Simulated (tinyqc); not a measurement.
Inside a calculation. Method: sp3 tight binding, zinc-blende lattice. Computed by tinyqc, a small Python program that keeps every step. Command: `OMP_NUM_THREADS=1 python tinyqc.py 25935 25936 out.jsonl` (the two numbers bound the seeds that draw the settings). One thread of a shared host (Intel(R) Xeon(R) Processor @ 2.60GHz), about 0.01 s of CPU time with the checks.

## Bloch Hamiltonian at k

Parameters chosen for this model: zinc-blende lattice, anion at 0, cation at a/4 (1,1,1); V = eta hbar^2 / (m d^2), hbar^2/m = 7.619964 eV angstrom^2:
```
parameter,value,unit
a,5.150000,angstrom
d,2.230015,angstrom
Es anion,-13.120000,eV
Ep anion,-6.640000,eV
Es cation,-13.120000,eV
Ep cation,-6.640000,eV
eta ss,-1.400000,
eta sp,1.840000,
eta pp sigma,3.240000,
eta pp pi,-0.810000,
V ss,-2.145187,eV
V sp,2.819389,eV
V pp sigma,4.964576,eV
V pp pi,-1.241144,eV
```

k point k (2 pi / a): -0.670000  0.650000  -0.200000

Slater-Koster rules over the four bonds with direction cosines (l, m, n): ss V_ss; s-px l V_sp; px-s -l V_sp; px-px l^2 V_pps + (1 - l^2) V_ppp; px-py l m (V_pps - V_ppp); each times exp(i k.d).

H(k) at k (eV), lower triangle (Hermitian):
```
,a s,a px,a py,a pz,c s,c px,c py,c pz
a s,-13.120000
a px,0.000000,-6.640000
a py,0.000000,0.000000,-6.640000
a pz,0.000000,0.000000,0.000000,-6.640000
c s,-2.112633-1.963853i,-0.849982-2.810486i,0.913182+2.615977i,-4.586296-0.520870i,-13.120000
c px,0.849982+2.810486i,0.814873+0.757486i,5.828256+0.661921i,-1.160470-3.324379i,0.000000,-6.640000
c py,-0.913182-2.615977i,5.828256+0.661921i,0.814873+0.757486i,1.080156+3.571560i,0.000000,0.000000,-6.640000
c pz,4.586296+0.520870i,-1.160470-3.324379i,1.080156+3.571560i,0.814873+0.757486i,0.000000,0.000000,0.000000,-6.640000
```

## Levels at k

Diagonalise the Hermitian matrix.

eigenvalues (eV): -18.491125  -16.766107  -14.183146  -13.437815  -3.984367  -1.322484  0.158299  1.946746

weights |c|^2 of the basis functions:
```
,band 1,band 2,band 3,band 4,band 5,band 6,band 7,band 8
a s,0.428263,0.192143,0.067913,0.000019,0.239479,0.061873,0.000018,0.010291
a px,0.018501,0.100849,0.102687,0.243414,0.041155,0.075964,0.239232,0.178197
a py,0.016825,0.100428,0.098440,0.256094,0.032482,0.054513,0.259999,0.181219
a pz,0.036410,0.106580,0.230960,0.000473,0.186883,0.307650,0.000750,0.130294
c s,0.428263,0.192143,0.067913,0.000019,0.239479,0.061873,0.000018,0.010291
c px,0.018501,0.100849,0.102687,0.243414,0.041155,0.075964,0.239232,0.178197
c py,0.016825,0.100428,0.098440,0.256094,0.032482,0.054513,0.259999,0.181219
c pz,0.036410,0.106580,0.230960,0.000473,0.186883,0.307650,0.000750,0.130294
```

## Bloch Hamiltonian at G

k point G (2 pi / a): 0  0  0

As before.

H(k) at G (eV), lower triangle:
```
,a s,a px,a py,a pz,c s,c px,c py,c pz
a s,-13.120000
a px,0.000000,-6.640000
a py,0.000000,0.000000,-6.640000
a pz,0.000000,0.000000,0.000000,-6.640000
c s,-8.580749,0.000000,0.000000,0.000000,-13.120000
c px,0.000000,3.309718,0.000000,0.000000,0.000000,-6.640000
c py,0.000000,0.000000,3.309718,0.000000,0.000000,0.000000,-6.640000
c pz,0.000000,0.000000,0.000000,3.309718,0.000000,0.000000,0.000000,-6.640000
```

## Levels at G

As before.

eigenvalues (eV): -21.700749  -9.949718  -9.949718  -9.949718  -4.539251  -3.330282  -3.330282  -3.330282

## Bands along a path

The same steps at evenly spaced points between the labelled ones.

Bands along the path (eV):
```
k,band 1,band 2,band 3,band 4,band 5,band 6,band 7,band 8
L,-19.078731,-17.102717,-12.432006,-12.432006,-4.986344,-0.847994,-0.847994,1.647792
L-G 0.20,-19.638466,-16.269431,-12.242667,-12.242667,-4.913920,-1.037333,-1.037333,1.301817
L-G 0.40,-20.464555,-14.639626,-11.713619,-11.713619,-4.730058,-1.566381,-1.566381,0.314240
L-G 0.60,-21.130755,-12.720982,-10.971276,-10.971276,-4.523668,-2.308724,-2.308724,-1.144595
L-G 0.80,-21.555083,-10.868085,-10.261005,-10.261005,-4.434499,-3.018995,-3.018995,-2.662333
G,-21.700749,-9.949718,-9.949718,-9.949718,-4.539251,-3.330282,-3.330282,-3.330282
G-X 0.20,-21.505518,-10.695357,-10.695357,-10.516233,-4.230718,-3.267531,-2.584643,-2.584643
G-X 0.40,-20.925432,-12.191878,-12.191878,-11.884388,-3.611258,-3.098922,-1.088122,-1.088122
G-X 0.60,-19.979046,-13.610999,-13.610999,-13.604619,-3.057147,-2.879189,0.330999,0.330999
G-X 0.80,-18.702156,-15.414914,-14.575506,-14.575506,-2.716248,-2.686682,1.295506,1.295506
X,-17.152690,-17.152690,-14.914294,-14.914294,-2.607310,-2.607310,1.634294,1.634294
X-W 0.20,-17.152690,-17.152690,-14.914294,-14.914294,-2.607310,-2.607310,1.634294,1.634294
X-W 0.40,-17.152690,-17.152690,-14.914294,-14.914294,-2.607310,-2.607310,1.634294,1.634294
X-W 0.60,-17.152690,-17.152690,-14.914294,-14.914294,-2.607310,-2.607310,1.634294,1.634294
X-W 0.80,-17.152690,-17.152690,-14.914294,-14.914294,-2.607310,-2.607310,1.634294,1.634294
W,-17.152690,-17.152690,-14.914294,-14.914294,-2.607310,-2.607310,1.634294,1.634294
```

With 4 band(s) filled, the highest filled level on these points lies at G and the lowest empty one at L: a gap of 4.9634 eV, indirect.
